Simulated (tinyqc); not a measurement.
Joint density of states against eps2: interband optics of a two-band s-p chain from momentum matrix elements.

H(k) = [[Es - 2 ts cos ka, 2i V sin ka], [-2i V sin ka, Ep_ + 2 tp cos ka]] in the basis s, p; the lower band is full, with two electrons a cell. The velocity operator times hbar is W = dH/dk (eV angstrom); intra-atomic dipoles are left out.

With w(k) = |<c|W|v>|^2 and D(k) = Ec - Ev, on the mesh k_j = (j + 1/2)/N (2 pi/a): eps(E) = 1 + (8 pi e2/(a Ar)) mean_j (w/D^2) [1/(D - E - i eta) + 1/(D + E + i eta)], e2 = e^2/(4 pi eps0); light polarised along the chains, no local fields.

Constants: e^2/(4 pi eps0) = 14.39964547 eV angstrom.

Values chosen for the exercise:
```
symbol  value  unit        meaning
a       3.35   angstrom    period
Es      1.97   eV          upper orbital (s)
Ep_     -3.32  eV          lower orbital (p)
ts      0.44   eV          s-s hopping
tp      0.59   eV          p-p hopping
V       0.95   eV          s-p hopping
Ar      10     angstrom^2  cross-section per chain
eta     0.1    eV          Lorentzian half width
```

Mesh of 2000 points. J(E) = mean of (eta/pi)/((E - D)^2 + eta^2). The fourth column is J times the constant (8 pi^2 e2/(a Ar)) mean(w/D^2). R = |(sqrt(eps) - 1)/(sqrt(eps) + 1)|^2.

Spectrum:
```
E (eV)  J (1/eV)    eps2  eps2 with constant element     eps1      R
2.63       0.011   0.879                       0.274    9.223  0.256
3.11       0.080   8.789                       1.979   19.266  0.423
3.60       0.160  11.639                       3.962   -5.548  0.568
4.08       0.125   4.150                       3.106   -4.152  0.575
4.56       0.118   1.642                       2.914   -2.269  0.573
5.05       0.120   0.620                       2.968   -0.731  0.488
5.53       0.130   0.278                       3.213    0.531  0.031
6.02       0.151   0.361                       3.744    1.784  0.025
6.50       0.197   1.021                       4.890    3.322  0.097
6.98       0.349   4.034                       8.663    6.149  0.233
7.47       0.328   6.882                       8.120  -10.091  0.730
7.95       0.032   0.583                       0.791   -3.277  0.862
```

Transitions span 3.230 to 7.350 eV. Among the energies listed J peaks at 6.98 eV and eps2 at 3.60 eV. The ratio of eps2 to the constant-element value is 2.94 at 3.60 eV and 0.47 at 6.98 eV: w/D^2 is 3.883 angstrom^2 at the zone centre and 0.750 at the edge.

Computed by tinyqc, a small Python program: `OMP_NUM_THREADS=1 python tinyqc.py 1681690 1681691 out.jsonl` (the numbers bound the seed that draws the inputs); one thread of a shared host (Intel(R) Xeon(R) Processor @ 2.30GHz), about 0.02 s for the whole set of steps.
